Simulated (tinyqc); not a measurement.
Biaxially strained (001) channel, valley splitting in an inversion layer: effect of the temperature.

A thin layer grown on a relaxed buffer is stretched in the plane. The two valleys with their long axis along the growth direction (D2) sink against the four in-plane ones (D4); confinement in a triangular well splits them too. Only the lowest subband of each set is kept; one relaxation time, so the weakening of intervalley scattering is left out.

e_par = b1 x, e_perp = -2 (c12/c11) e_par, splitting D = Xu (e_par - e_perp), in-plane stress (c11 + c12 - 2 c12^2/c11) e_par. Levels E(m) = 2.33811 (hbar^2 q^2 F^2/(2 m))^(1/3): E2 = E(ml), E4 = E(mt) + D; N2 = 2 mt kB T/(pi hbar^2), N4 = 4 sqrt(mt ml) kB T/(pi hbar^2). EF solves Ns = N2 ln(1 + exp((EF - E2)/Vt)) + N4 ln(1 + exp((EF - E4)/Vt)); f2 is the share in D2, and 1/mc = f2/mt + (1 - f2)(1/mt + 1/ml)/2. The gain is mc(x = 0)/mc.

Parameters, values chosen for the exercise; values close to those of silicon on relaxed silicon-germanium:
- x = 0.18 (germanium share of the relaxed buffer)
- b1 = 0.0418 (lattice mismatch per unit x)
- c11 = 168 GPa (elastic constant)
- c12 = 64 GPa (elastic constant)
- Xu = 9 eV (shear deformation potential)
- ml = 0.906 m0 (longitudinal mass)
- mt = 0.186 m0 (transverse mass)
- F = 1.12 MV/cm (confining field)
- Ns = 5.4e12 cm^-2 (inversion density)

Constants: q = 1.602176634e-19 C, kB = 1.380649e-23 J/K, hbar = 1.054571817e-34 J s, m0 = 9.1093837015e-31 kg, Vt = kB T/q, hbar^2/(2 m0) = 0.0380998212 eV nm^2. Results are converted to the units shown.

The same in every row: D (meV) = 119.31.

Result of one run:
```
T (K)  f2 without strain       f2  mc (m0)    gain
285              0.95757  0.99964  0.18603  1.0170
```

What becomes of these results when the temperature T is changed from 285 to 240 K, all else the same?

Result of the changed run:
```
T (K)  f2 without strain       f2  mc (m0)    gain
240              0.98081  0.99994  0.18600  1.0077
```

The whole series:
```
T (K)  f2 without strain       f2  mc (m0)    gain
150              0.99913   1.0000  0.18600  1.0003
195              0.99414   1.0000  0.18600  1.0023
240              0.98081  0.99994  0.18600  1.0077
285              0.95757  0.99964  0.18603  1.0170
330              0.92588  0.99872  0.18609  1.0298
375              0.88866  0.99663  0.18625  1.0449
420              0.84879  0.99280  0.18653  1.0609
465              0.80852  0.98679  0.18698  1.0767
```

As T goes from 150 to 465 K, f2 falls from 1.00 to 0.987 (without strain: it falls from 0.999 to 0.809) and the gain rises from 1.00 to 1.08.

Computed by the program tinyqc: `OMP_NUM_THREADS=1 python tinyqc.py 2530113 2530114 out.jsonl`, one thread of a shared Intel Xeon 2.30GHz, about 0.01 s for the whole run.
